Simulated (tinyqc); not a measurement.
What each parameter does: defect-molecule model of a vacancy with Jahn-Teller distortion.

Four dangling hybrids a, b, c, d point into the vacancy: H_ii = E0, and -gm between any two. A tetragonal distortion Q pairs a with b and c with d: those two couplings become -gm - I Q and the other four -gm + I Q/2, at an elastic cost k Q^2/2. The a1 level holds two electrons; charge states 2+, + and 0 put n = 0, 1, 2 more into the lowest level of t2 origin. Energy from the 2+ state at Q = 0, with the Fermi level mu counted from Ev: W_n(Q) = n (et - 2 I Q) + k Q^2/2 + Uc n (n - 1)/2 - n mu. et = E0 + gm is the undistorted t2 level.

Parameters, chosen for this exercise (of the size used for the vacancy in silicon; the results hold for these values, not for the real material):
- E0 = -0.02 eV (level of a dangling hybrid, from Ev)
- gm = 0.36 eV (coupling between two dangling hybrids)
- I = 1.12 eV/angstrom (Jahn-Teller coupling)
- k = 13.3 eV/angstrom^2 (force constant of the mode)
- Uc = 0.3 eV (repulsion of two electrons in one orbital)

E_JT = 2 I^2/k, E(2+/+) = et - E_JT, E(+/0) = et - 3 E_JT + Uc, U_eff = E(+/0) - E(2+/+); a1 level E0 - 3 gm. Each row changes one parameter from the base and keeps the others.

Results:
```
case                     (2+/+) (eV)  (+/0) (eV)  U_eff (eV)  a1 (eV)
base                          0.1514      0.0741     -0.0773  -1.1000
E0 = 0.03 eV                  0.2014      0.1241     -0.0773  -1.0500
gm = 0.4 eV                   0.1914      0.1141     -0.0773  -1.2200
I = 1.232 eV/angstrom         0.1118     -0.0447     -0.1565  -1.1000
k = 14.63 eV/angstrom^2       0.1685      0.1256     -0.0430  -1.1000
Uc = 0.36 eV                  0.1514      0.1341     -0.0173  -1.1000
```

The largest shifts from the base row, up to three for each result and ties (the steps differ in size, so this ranks the rows, not the parameters). (2+/+) (eV): E0 +0.0500, gm +0.0400, I -0.0396; unchanged at the printed digits by Uc. (+/0) (eV): I -0.1188, Uc +0.0600, k +0.0514. U_eff (eV): I -0.0792, Uc +0.0600, k +0.0343; unchanged at the printed digits by E0 and gm. a1 (eV): gm -0.1200, E0 +0.0500; unchanged at the printed digits by I, k and Uc. E0 and gm move both levels alike, so U_eff depends on I, k and Uc alone.

(tinyqc, `OMP_NUM_THREADS=1 python tinyqc.py 1452013 1452014 out.jsonl`, Intel(R) Xeon(R) Processor @ 2.30GHz, 1 thread, shared host, about 0.01 s.)
